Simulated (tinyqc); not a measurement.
## Biaxially strained (001) channel, valley splitting in an inversion layer: effect of the germanium share of the relaxed buffer

A thin layer grown on a relaxed buffer is stretched in the plane. The two valleys with their long axis along the growth direction (D2) sink against the four in-plane ones (D4); confinement in a triangular well splits them too. Only the lowest subband of each set is kept; one relaxation time, so the weakening of intervalley scattering is left out.

e_par = b1 x, e_perp = -2 (c12/c11) e_par, splitting D = Xu (e_par - e_perp), in-plane stress (c11 + c12 - 2 c12^2/c11) e_par. Levels E(m) = 2.33811 (hbar^2 q^2 F^2/(2 m))^(1/3): E2 = E(ml), E4 = E(mt) + D; N2 = 2 mt kB T/(pi hbar^2), N4 = 4 sqrt(mt ml) kB T/(pi hbar^2). EF solves Ns = N2 ln(1 + exp((EF - E2)/Vt)) + N4 ln(1 + exp((EF - E4)/Vt)); f2 is the share in D2, and 1/mc = f2/mt + (1 - f2)(1/mt + 1/ml)/2. Critical thickness (Matthews-Blakeslee, 60-degree dislocations): h = bv (1 - nu/4)[ln(h/bv) + 1]/(4 pi e_par (1 + nu)), nu = c12/(c11 + c12). The gain is mc(x = 0)/mc.

Values chosen for this exercise; values close to those of silicon on relaxed silicon-germanium:
- T = 325 K (temperature)
- b1 = 0.0418 (lattice mismatch per unit x)
- c11 = 168 GPa (elastic constant)
- c12 = 62.6 GPa (elastic constant)
- Xu = 8.79 eV (shear deformation potential)
- ml = 0.931 m0 (longitudinal mass)
- mt = 0.185 m0 (transverse mass)
- F = 0.52 MV/cm (confining field)
- Ns = 1.2e13 cm^-2 (inversion density)
- bv = 0.384 nm (Burgers vector)

Constants: q = 1.602176634e-19 C, kB = 1.380649e-23 J/K, hbar = 1.054571817e-34 J s, m0 = 9.1093837015e-31 kg, Vt = kB T/q, hbar^2/(2 m0) = 0.0380998212 eV nm^2. Results are converted to the units shown.

The same in every row: f2 without strain = 0.6216.

Results:
```
x     D (meV)      f2  mc (m0)   gain  critical thickness (nm)
0.03    19.24  0.7243   0.2080  1.049                    120.6
0.09    57.71  0.8807   0.1943  1.122                    32.36
0.15    96.19  0.9606   0.1880  1.160                    17.15
0.21    134.7  0.9891   0.1858  1.174                    11.15
0.27    173.1  0.9972   0.1852  1.177                    8.017
0.33    211.6  0.9993   0.1851  1.178                    6.121
0.45    288.6   1.000   0.1850  1.179                    3.974
```

Estimate the missing row, x = 0.39.

Computed row:
```
x     D (meV)      f2  mc (m0)   gain  critical thickness (nm)
0.39    250.1  0.9998   0.1850  1.179                    4.863
```

With this row back in the table: As x goes from 0.03 to 0.45, f2 rises from 0.724 to 1.00 (without strain: it stays at 0.622) and the gain rises from 1.05 to 1.18. The gain cannot pass 1.179, reached when D4 is empty, while the critical thickness falls from 121 to 3.97 nm. In every row the second D2 subband, left out here, lies within 2 Vt of EF or below it.

Program tinyqc, `OMP_NUM_THREADS=1 python tinyqc.py 2530099 2530100 out.jsonl`; Intel Xeon 2.30GHz, shared host, one thread, about 0.01 s.
